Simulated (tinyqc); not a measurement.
# Resistance of a source-drain extension with a graded tip: effects of single changes

y runs along the channel, the gate covers y > 0. The doping is N0 for y < y0 and N0 10^(-(y - y0)/la) beyond, uniform over the depth xj. Sheet conductance s(y) = q mu(N) max(N - Nch, 0) xj + (for y > 0) ma Cox Vo, with mu(N) = u0 + (u1 - u0)/(1 + (N/Nr)^au) and Cox = eps0 eox/tox. Current is taken as one-dimensional; depletion of the tip, spreading and the contact are left out. The metallurgical junction lies at yj, where N = Nch.

Inputs (values chosen for the exercise); mobility law close to that of electrons in silicon:
- eox = 3.9 (relative permittivity of the gate insulator (close to silicon dioxide))
- tox = 2.4 nm (insulator thickness)
- N0 = 2.7e20 cm^-3 (active doping of the extension far from the gate)
- la = 4.4 nm/decade (lateral abruptness)
- y0 = -0.3 nm (position under the gate where the fall begins (gate edge at 0))
- xj = 23 nm (depth of the extension)
- Nch = 3.1e18 cm^-3 (channel doping)
- Ls = 13 nm (spacer length)
- Vo = 0.83 V (gate overdrive)
- ma = 130 cm^2/(V s) (mobility of the gate-induced layer)
- u1 = 1414 cm^2/(V s) (mobility at low doping)
- u0 = 68.5 cm^2/(V s) (mobility at high doping)
- Nr = 9.2e16 cm^-3 (reference doping)
- au = 0.711 (exponent)
- Lg = 30 nm (gate length)

Constants: q = 1.602176634e-19 C, eps0 = 8.8541878128e-14 F/cm where lengths are in cm. Results are converted to the units shown.

Each table varies one quantity; the others keep the values above.

## Abruptness at a fixed junction position

R_spacer = integral of dy/s from -Ls to 0, R_ov from 0 to yj, R_channel = (Lg - 2 yj)/(ma Cox Vo), R_total = 2 R_spacer + 2 R_ov + R_channel. Electrical length L_eff = ma Cox dR_total/d(1/Vo); R_series = R_total - L_eff/(ma Cox Vo). y0 is moved with la so that yj stays at 8.2360 nm.

The same in every row: yj (nm) = 8.236; R_channel (ohm um) = 87.14.

Abruptness at a fixed junction position:
```
la (nm/decade)	R_spacer (ohm um)	R_ov (ohm um)	R_total (ohm um)	L_eff (nm)	R_series (ohm um)
1	1.808	3.925	98.60	13.99	8.502
2.2	1.808	7.288	105.3	14.53	11.73
3.5	1.808	10.93	112.6	15.12	15.23
4.7	1.838	14.27	119.4	15.66	18.46
5.9	2.226	17.27	126.1	16.20	21.80
7.1	3.084	19.87	133.0	16.72	25.36
8.4	4.521	22.27	140.7	17.25	29.60
9.6	6.274	24.18	148.0	17.72	33.93
```

What does the table show?

As la goes from 1 to 9.6 nm/decade, R_total rises from 98.6 to 148 ohm um, R_spacer rises from 1.81 to 6.27 ohm um and R_ov rises from 3.92 to 24.2 ohm um. R_total changes on average by 5.75 ohm um for each nm/decade. L_eff exceeds the metallurgical length by 0.460 nm in the first row and 4.19 nm in the last, since the gate also controls the lightly doped tips.

## Effect of the active doping of the extension far from the gate

Same model as above.

Results:
```
N0 (cm^-3)	yj (nm)	R_spacer (ohm um)	R_ov (ohm um)	R_channel (ohm um)	R_total (ohm um)	L_eff (nm)	R_series (ohm um)
2e19	3.263	21.52	10.40	151.2	215.0	25.35	51.75
3.1e19	4.100	14.13	11.45	140.4	191.6	23.74	38.67
7.2e19	5.710	6.397	12.68	119.7	157.8	20.57	25.35
1.1e20	6.520	4.284	13.03	109.2	143.9	18.95	21.78
1.7e20	7.352	2.828	13.28	98.53	130.7	17.29	19.34
2.6e20	8.164	1.879	13.44	88.07	118.7	15.67	17.76
4e20	8.987	1.237	13.55	77.46	107.0	14.03	16.69
```

Estimate the missing row, N0 = 4.7e19 cm^-3.

Computed row:
```
N0 (cm^-3)	yj (nm)	R_spacer (ohm um)	R_ov (ohm um)	R_channel (ohm um)	R_total (ohm um)	L_eff (nm)	R_series (ohm um)
4.7e19	4.895	9.552	12.16	130.2	173.6	22.18	30.73
```

With this row back in the table: As N0 goes from 2e19 to 4e20, R_total falls from 215 to 107 ohm um, L_eff falls from 25.4 to 14.0 nm and R_series falls from 51.7 to 16.7 ohm um.

Computed by the program tinyqc: `OMP_NUM_THREADS=1 python tinyqc.py 2282288 2282289 out.jsonl`, one thread of a shared Intel Xeon 2.30GHz, about 0.04 s for the whole run.
